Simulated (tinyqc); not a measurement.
All approximations against the coupling: Froehlich polaron in a polar crystal. Computed by tinyqc, a small Python program. Command: `OMP_NUM_THREADS=1 python tinyqc.py 3016223 3016224 out.jsonl frohlich walk`. One thread of a shared host (Intel(R) Xeon(R) Processor @ 2.30GHz), about 0.06 s of CPU time with the checks.

One electron in a parabolic band of mass m*, coupled to dispersionless LO phonons in the continuum model. Energies are in units of hbar omega unless marked, wave numbers in k_0 = sqrt(2 m* omega/hbar).

Inputs (values chosen for the exercise, modelled on cadmium telluride):
```
quantity                           value  unit
band mass m*                      0.0945   m_0
LO phonon energy hbar omega         21.6   meV
eps_inf                             7.22     -
static dielectric constant eps_s    10.4     -
electron wave number k/k_0          0.13     -
```

Constants: hbar^2/(2 m_0) = 3.80998212 eV angstrom^2; e^2/(4 pi eps_0) = 14.39964548 eV angstrom.

Method:
- 1/eps* = 1/eps_inf - 1/eps_s; k_0 = sqrt(2 m* omega/hbar) = sqrt(m* hbar omega / (hbar^2/(2 m_0))) with m* in m_0; alpha = (e^2/(4 pi eps_0)) k_0/(2 eps* hbar omega); polaron length 1/k_0.
- Feynman's bound: E(v, w) = 3 (v - w)^2/(4 v) - (alpha v/sqrt(pi)) int_0^infinity e^-u D(u)^(-1/2) du, D = w^2 u + ((v^2 - w^2)/v)(1 - e^(-v u)); integrals by 80 Gauss-Legendre points in s from 0 to 1 with u = 40 s^2.
- Minimise over v > w > 0 (simplex search); mass m_p/m* = 1 + (alpha v^3/(3 sqrt(pi))) int u^2 e^-u D^(-3/2) du.
- Other columns: second order -alpha; Landau-Pekar Gaussian -alpha^2/(3 pi); Lee-Low-Pines mass 1 + alpha/6. The polaron energy in meV uses the given hbar omega.

coupling constant alpha = 0.326743

Energies (hbar omega) and masses (m*):
```
alpha  second order     Gaussian    Feynman  Feynman (meV)  mass, LLP  mass, Feynman     v     w
0.082        -0.082  -7.1344e-04  -0.082083        -1.7730     1.0137          1.014  3.01  2.99
0.16          -0.16   -0.0027162   -0.16032        -3.4629     1.0267          1.027  3.02  2.98
0.33          -0.33    -0.011555   -0.33137        -7.1575      1.055          1.058  3.03  2.96
0.52          -0.52    -0.028690   -0.52343        -11.306     1.0867          1.094  3.05  2.93
3.1            -3.1      -1.0197    -3.2434        -70.058     1.5167          1.942  3.44  2.54
6.1            -6.1      -3.9481    -6.8443        -147.84     2.0167          7.313  4.75  1.85
9.1            -9.1      -8.7864    -11.677        -252.21     2.5167          66.79  10.1  1.27
12              -12      -15.279    -18.143        -391.90          3          281.6  18.6  1.13
```

What follows from these numbers?

All three energies are upper bounds (-alpha through the Lee-Low-Pines state), and the Feynman value is the lowest in every row. It lies within 5 % of -alpha up to alpha = 3.1; at alpha = 12 it is 1.19 times the Gaussian value, whose alpha^2 law it approaches with a constant shift of about -3 ln 2 - 3/4 = -2.83 (here -2.86). The mass stays within 10 % of 1 + alpha/6 up to alpha = 0.52 and reaches 282 m* in the last row; w falls from 2.99 towards 1 while v grows to 18.6.

Extremes, crossings and ranges named in words are read from the listed rows.
